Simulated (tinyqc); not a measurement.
# Read current of a NAND string, cells in series solved by shooting: two studies

Cells in series, numbered from 0 at the source line (0 V) to the bit line, each followed by a gap resistance Rg. A cell with gate Vg, threshold VT, source Vs and drain Vd passes I = 2 nf K Vt^2 [F(Vs) - F(Vd)]/(1 + th max(Vg - VT, 0)), F(V) = ln^2(1 + exp((Vg - VT - nf V)/(2 nf Vt))). The selected cell has Vg = Vr, the others Vg = Vp.

Parameters, values chosen for the exercise; values of the order met in vertical NAND strings: temperature T = 300 K; gain factor of a cell K = 9.1 uA/V^2; slope factor nf = 1.5; mobility reduction factor th = 0.08 1/V; resistance of the gap between cells Rg = 19 kohm; bit-line voltage Vbl = 0.4 V; pass voltage Vp = 7.1 V; threshold of an erased cell Ve = -1.3 V; threshold of the highest state Vh = 3.2 V; threshold of the selected cell Vx = 2 V; sensing current Is = 50 nA; read voltage on the selected word line Vr = 3.3 V.

Constants: q = 1.602176634e-19 C, kB = 1.380649e-23 J/K, Vt = kB T/q. Results are converted to the units shown.

Each table varies one quantity; the others keep the values above.

## Read current against the number of cells

For a trial current I start at 0 V and, cell by cell, solve for the drain: sqrt(F(Vd)) = sqrt(F(Vs) - I/k), k = 2 nf K Vt^2/(1 + th max(Vg - VT, 0)), Vd = [Vg - VT - 2 nf Vt ln(exp(sqrt F) - 1)]/nf, then add I Rg. The string current is the I for which the last node reaches Vbl. The apparent threshold is the Vr at which I = Is. Background: all other cells erased (VT = Ve) or all in the highest state (VT = Vh); ratio and shift are high over erased and high minus erased. The selected cell is in the middle, cell n/2.

Read current against the number of cells:
columns A: n; B: I, others erased (uA); C: I, others high (uA); D: ratio; E: apparent VT, erased (V); F: apparent VT, high (V); G: background shift (mV)
```
A          B        C       D      E      F      G
8     0.9233   0.7218  0.7818  2.125  2.130  4.575
16    0.5222   0.3899  0.7467  2.137  2.147  9.189
32    0.2792   0.2030  0.7270  2.162  2.181  18.54
64    0.1446   0.1036  0.7165  2.212  2.250  37.84
96   0.09756  0.06955  0.7129  2.262  2.323  61.48
128  0.07361  0.05234  0.7111  2.314  2.540  225.9
```

Read the table: what changes, and by how much?

With erased neighbours the current falls from 0.923 to 0.0736 uA, as n^(-0.82) between the first two rows and n^(-0.98) between the last two (-1 once the series resistance rules). The ratio falls from 0.782 to 0.711 and the background shift rises from 4.58 to 226 mV.

## Effect of the bit-line voltage

Same model as above.

The string has 32 cells and the selected one is cell 16.

Effect of the bit-line voltage:
columns A: Vbl (V); B: I, others erased (uA); C: I, others high (uA); D: ratio; E: apparent VT, erased (V); F: apparent VT, high (V); G: background shift (mV)
```
A          B        C       D      E      F      G
0.1  0.07188  0.05332  0.7418  2.244  2.591  347.3
0.2   0.1425   0.1050  0.7369  2.164  2.186  21.68
0.3   0.2116   0.1549  0.7319  2.162  2.181  18.63
0.4   0.2792   0.2030  0.7270  2.162  2.181  18.54
0.5   0.3451   0.2492  0.7220  2.162  2.181  18.54
0.6   0.4090   0.2933  0.7172  2.162  2.181  18.54
0.7   0.4706   0.3353  0.7125  2.162  2.181  18.54
0.8   0.5295   0.3750  0.7082  2.162  2.181  18.54
```

As Vbl goes from 0.1 to 0.8 V, the current with erased neighbours rises from 0.0719 to 0.530 uA, that with high neighbours rises from 0.0533 to 0.375 uA and the ratio falls from 0.742 to 0.708. The background shift falls from 347 to 18.5 mV.

Computed by the program tinyqc: `OMP_NUM_THREADS=1 python tinyqc.py 2142231 2142232 out.jsonl`, one thread of a shared Intel Xeon 2.30GHz, about 0.3 s for the whole run.
